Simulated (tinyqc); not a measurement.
What the shift does to the intrinsic density: temperature and isotope dependence of a band gap in oscillator models.

E(T) = E0 - sum_i sl_i th_i n_i(T), n = 1/(exp(th/T) - 1). The same coupling lowers the gap at 0 K by the zero-point term ZP = sum_i sl_i th_i/2, so the gap of the static lattice is E0 + ZP. Thermal expansion is taken as part of the slopes.

Constants: kB = 8.617333262e-05 eV/K; hbar^2/2m0 = 3.80998211 eV angstrom^2.

Values chosen for the exercise (near those of diamond; shifted at random, so the results belong to these values and not to a real crystal): E0 = 5.427 eV (gap at 0 K); th = (632, 1746) K (temperatures of two oscillators); sl = (0.2304, 0.3316) meV/K (their high-temperature slopes); mm = 1.05 m0 (geometric mean of the density-of-states masses).

ni = 2 (mm kT/(4 pi c))^(3/2) exp(-E/2kT), c = hbar^2/2m0, with E(T) and with E0; 1 angstrom^-3 = 1e24 cm^-3. Apparent gap from an Arrhenius plot of ni/T^(3/2): E(T) - T dE/dT, dE/dT = -sum sl_i (th_i/T)^2 n_i (1 + n_i).

Results:
```
T (K),E(T) (eV),ni (cm^-3),ni with E(T) / ni with E0,apparent gap (eV)
200,5.4205,7.46e-50,1.209,5.4426
250,5.4138,5.54e-36,1.357,5.4523
300,5.4051,1.07e-26,1.527,5.4635
350,5.3944,4.94e-20,1.717,5.4762
400,5.3818,5.19e-15,1.927,5.4899
500,5.3515,6.22e-08,2.402,5.5180
700,5.2756,9.82,3.507,5.5680
```

Using E0 in place of E(T) understates ni by a factor that rises from 1.21 to 3.51, towards exp(sum sl/2kB) = 26.1. The slope of an Arrhenius plot returns neither E(T) nor E0 but the intercept of the tangent, 5.4635 eV at 300 K, which lies 37 meV above E0 and tends to the static gap 5.7893 eV.

tinyqc: `OMP_NUM_THREADS=1 python tinyqc.py 1850973 1850974 out.jsonl`; about 0.01 s, one thread, shared Intel(R) Xeon(R) Processor @ 2.30GHz.
